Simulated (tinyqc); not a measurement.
Strain-driven roughening and islands of a mismatched epitaxial film: one step, computed by the program tinyqc.

Film and substrate share isotropic elastic constants; the film is coherent and biaxially strained.

Problem. A ripple of given wavelength. A ripple A cos(k x) has the surface chemical potential per volume [gamma k^2 - 2 (1 + nu) w k] A cos(k x), so k_c = 2 (1 + nu) w/gamma. With surface diffusion the amplitude grows at the rate q = B k^2 [2 (1 + nu) w k - gamma k^2], fastest at k_m = (3/4) k_c. B is the surface mobility. Stress at the trough = stress x (1 + 2 k A).

Inputs (values chosen for the exercise, modelled on Ge on Si):
```
quantity                                     value       unit
Poisson ratio nu                              0.27          -
surface energy gamma                         0.954      J/m^2
surface mobility D_s nu_s Omega^2/(k_B T)  1.2e-35  m^6/(J s)
initial ripple amplitude A0                   0.19         nm
ripple wavelength over the critical one        2.2          -
```

Transport: surface diffusion.

k_c = 0.7894758 1/nm

energy density w = 296.5196 MJ/m^3

growth time 1/q at k_m = 2.132020 s

Give: k; rate q; q over the largest rate; stress concentration at A0.

Solution.

k = 0.3589 1/nm

rate q = 0.2278 1/s

q over the largest rate = 0.4857

stress concentration at A0 = 1.136

The ripple grows. Caution: a wavelength of a few nanometres is at the limit of continuum theory, where steps and facets rule.
